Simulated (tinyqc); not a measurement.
# Worked calculation: MOS inversion layer, Poisson-Schroedinger loop

Computed by the program tinyqc: `OMP_NUM_THREADS=1 python tinyqc.py 2160106 2160107 out.jsonl`, one thread of a shared Intel Xeon 2.30GHz, about 0.7 s for the whole run. Printed values are rounded.

Electrons confined at an insulator interface at z = 0, treated as a hard wall; parabolic valleys, Hartree approximation, no image or exchange terms. The depletion charge lies far deeper than the electrons and gives a uniform field q Nd/(eps0 eps_r); the gate balances all charge. Energies are counted from the band edge at the interface.

Inputs (values chosen for the exercise); masses and permittivity close to those of silicon (110):
- T = 200 K (temperature)
- eps_r = 11.7 (relative permittivity)
- mz1 = 0.313 m0 (mass along z of valley set A (4 valley(s)))
- md1 = 0.318 m0 (in-plane density-of-states mass of set A)
- mz2 = 0.192 m0 (mass along z of valley set B (2 valley(s)))
- md2 = 0.416 m0 (in-plane density-of-states mass of set B)
- Ns = 1e12 cm^-2 (sheet density of electrons)
- Nd = 1.8e12 cm^-2 (sheet density of depletion charge)
- dE = 0 eV (extra shift of set B (strain))
- hz = 0.93 nm (mesh step)
- a = 1 (mixing factor)

Constants: q = 1.602176634e-19 C, kB = 1.380649e-23 J/K, hbar = 1.054571817e-34 J s, m0 = 9.1093837015e-31 kg, Vt = kB T/q, eps0 = 8.8541878128e-14 F/cm where lengths are in cm, hbar^2/(2 m0) = 0.0380998212 eV nm^2. Results are converted to the units shown.

## Fixed part of the potential

| node | z (nm) |
|---|---|
| 1 | 0.93 |
| 2 | 1.86 |
| 3 | 2.79 |
| 4 | 3.72 |
| 5 | 4.65 |
| 6 | 5.58 |
| 7 | 6.51 |
| 8 | 7.44 |
| 9 | 8.37 |
| 10 | 9.3 |
| 11 | 10.23 |
| 12 | 11.16 |
| 13 | 12.09 |
| 14 | 13.02 |

V0 = q Nd z/(eps0 eps_r) in eV.

| node | fixed potential V0 (eV) |
|---|---|
| 1 | 0.025890 |
| 2 | 0.051780 |
| 3 | 0.077670 |
| 4 | 0.103560 |
| 5 | 0.129450 |
| 6 | 0.155340 |
| 7 | 0.181230 |
| 8 | 0.207120 |
| 9 | 0.233010 |
| 10 | 0.258900 |
| 11 | 0.284789 |
| 12 | 0.310679 |
| 13 | 0.336569 |
| 14 | 0.362459 |

## Round 1: levels and probability densities

| node | self-consistent potential U at the start (eV) |
|---|---|
| 1 | 0 |
| 2 | 0 |
| 3 | 0 |
| 4 | 0 |
| 5 | 0 |
| 6 | 0 |
| 7 | 0 |
| 8 | 0 |
| 9 | 0 |
| 10 | 0 |
| 11 | 0 |
| 12 | 0 |
| 13 | 0 |
| 14 | 0 |

Tridiagonal Hamiltonian with psi = 0 one step beyond both ends: H_ii = C (1/m_(i-1/2) + 1/m_(i+1/2))/hz^2 + V0_i + U_i (+ dE for the set B), H_(i,i+1) = -C/(m_(i+1/2) hz^2), C = hbar^2/(2 m0). The lowest 2 level(s) of each valley set are kept, normalised to hz sum |psi|^2 = 1. The mass is the same on all intervals.

levels (eV): A1 0.105092, A2 0.181785, B1 0.124124, B2 0.215413

| node | \|psi\|^2 of A1 (1/nm) | \|psi\|^2 of A2 (1/nm) | \|psi\|^2 of B1 (1/nm) | \|psi\|^2 of B2 (1/nm) |
|---|---|---|---|---|
| 1 | 0.172561 | 0.153105 | 0.110195 | 0.101731 |
| 2 | 0.356449 | 0.121905 | 0.272256 | 0.140202 |
| 3 | 0.305260 | 0.000241 | 0.299296 | 0.026526 |
| 4 | 0.160255 | 0.135935 | 0.213081 | 0.021456 |
| 5 | 0.059426 | 0.267239 | 0.112064 | 0.147774 |
| 6 | 0.016750 | 0.223707 | 0.046519 | 0.228790 |
| 7 | 0.003754 | 0.115687 | 0.015863 | 0.199797 |
| 8 | 0.000690 | 0.042411 | 0.004565 | 0.121841 |
| 9 | 0.000106 | 0.011842 | 0.001130 | 0.056888 |
| 10 | 0.000014 | 0.002633 | 0.000244 | 0.021392 |
| 11 | 0.000002 | 0.000480 | 0.000047 | 0.006680 |
| 12 | 0.000000 | 0.000073 | 0.000008 | 0.001757 |
| 13 | 0.000000 | 0.000009 | 0.000001 | 0.000380 |
| 14 | 0.000000 | 0.000001 | 0.000000 | 0.000055 |

## Round 1: Fermi level and occupations

Level k holds N_k = D_k Vt ln(1 + exp((EF - E_k)/Vt)) with D = 4 md1 m0 q/(pi hbar^2) for the set A, D = 2 md2 m0 q/(pi hbar^2) for the set B per eV (spin included); EF is fixed by sum N_k = Ns.

EF = 0.0640312 eV
N_k (cm^-2): A1 8.08671e11, A2 9.86952e9, B1 1.80542e11, B2 9.17800e8

## Round 1: density, output potential and mixing

n_i = sum_k N_k |psi_k|^2 (converted to cm^-3). Hartree part by Gauss: on the interval before node i the electrons still beyond are S_i = Ns - hz sum_(j<i) n_j, and U_i = U_(i-1) + q S_i hz/(eps0 eps_r) in eV, U_0 = 0 at the interface. Mixing: U(new) = U + a (U(out) - U).

| node | n (1e18 cm^-3) | U(out) (eV) | U after round 1 (eV) |
|---|---|---|---|
| 1 | 1.61044 | 0.0143833 | 0.0143833 |
| 2 | 3.38736 | 0.0266124 | 0.0266124 |
| 3 | 3.00917 | 0.0343104 | 0.0343104 |
| 4 | 1.69425 | 0.0379832 | 0.0379832 |
| 5 | 0.71062 | 0.0393897 | 0.0393897 |
| 6 | 0.24361 | 0.0398457 | 0.0398457 |
| 7 | 0.07225 | 0.0399757 | 0.0399757 |
| 8 | 0.01913 | 0.0400092 | 0.0400092 |
| 9 | 0.00459 | 0.0400170 | 0.0400170 |
| 10 | 0.00101 | 0.0400187 | 0.0400187 |
| 11 | 0.00021 | 0.0400190 | 0.0400190 |
| 12 | 0.00004 | 0.0400191 | 0.0400191 |
| 13 | 0.00001 | 0.0400191 | 0.0400191 |
| 14 | 0.00000 | 0.0400191 | 0.0400191 |

## Course of the self-consistent loop

Start from U = 0. Stop when the largest |U(out) - U| is below 1e-7 eV, or after 120 rounds.

Course of the iteration:

| round | level A1 (eV) | EF (eV) | largest \|U(out) - U\| (eV) |
|---|---|---|---|
| 1 | 0.105092 | 0.0640312 | 0.0400 |
| 2 | 0.133948 | 0.0933997 | 3.00e-3 |
| 3 | 0.132879 | 0.0922626 | 3.61e-4 |
| 4 | 0.133003 | 0.0923950 | 4.39e-5 |
| 5 | 0.132988 | 0.0923791 | 5.32e-6 |
| 6 | 0.132990 | 0.0923810 | 6.45e-7 |
| 7 | 0.132990 | 0.0923807 | 7.82e-8 |

Converged in 7 rounds.

## Converged levels, occupations and centroid

| node | converged U (eV) |
|---|---|
| 1 | 0.0143833 |
| 2 | 0.0260936 |
| 3 | 0.0328853 |
| 4 | 0.0358560 |
| 5 | 0.0369091 |
| 6 | 0.0372293 |
| 7 | 0.0373161 |
| 8 | 0.0373375 |
| 9 | 0.0373424 |
| 10 | 0.0373434 |
| 11 | 0.0373436 |
| 12 | 0.0373436 |
| 13 | 0.0373436 |
| 14 | 0.0373436 |

Solve for the levels with V0 + U, find EF, n_i = sum_k N_k |psi_k|^2 (in cm^-3); share of each level N_k/Ns; centroid sum n z/sum n.

levels (eV): A1 0.132990, A2 0.214241, B1 0.154335, B2 0.248871
EF = 0.0923807 eV
shares (%): A1 82.9232, A2 0.7778, B1 16.2308, B2 0.0682

| node | n (1e18 cm^-3) |
|---|---|
| 1 | 1.99827 |
| 2 | 3.67705 |
| 3 | 2.85651 |
| 4 | 1.43365 |
| 5 | 0.54783 |
| 6 | 0.17448 |
| 7 | 0.04888 |
| 8 | 0.01238 |
| 9 | 0.00287 |
| 10 | 0.00062 |
| 11 | 0.00012 |
| 12 | 0.00002 |
| 13 | 0.00000 |
| 14 | 0.00000 |

centroid = 2.41458 nm

An 800-node mesh to 22 nm with 8 levels a set gives A1 = 0.1349 eV, EF = 0.09426 eV and a centroid of 2.479 nm; the levels kept above hold 100 % of the electrons there. The coarse centroid is 2.6 % below the fine one.

## Closed-form estimates

Triangular well: E_k = a_k (C F^2/mz)^(1/3), a_1 = 2.338107, a_2 = 4.087949, C = hbar^2/(2 m0), F in eV/nm. Fang-Howard (all electrons in the lowest level of set A): b^3 = 6 (mz1/C) q (Nd + 11 Ns/32)/(eps0 eps_r), centroid 3/b, level C b^2/(4 mz1) + (3/b) q (Nd + 11 Ns/16)/(eps0 eps_r). Use F = q (Nd + Ns)/(eps0 eps_r), the surface field, and F = q (Nd + Ns/2)/(eps0 eps_r).

A1 with the surface field = 0.142894 eV
A1 with Nd + Ns/2 = 0.125331 eV
A2 with Nd + Ns/2 = 0.219129 eV
b = 1.17790 1/nm
Fang-Howard centroid = 2.54691 nm
Fang-Howard level = 0.140205 eV

Against the self-consistent A1 = 0.1349 eV on a fine mesh, the surface-field estimate is 5.9 % above it, the half-charge one 7.1 % below it and Fang-Howard 4.0 % above it. A1 holds 82.9 % of the electrons, and the Fang-Howard centroid is 2.8 % above the full one.
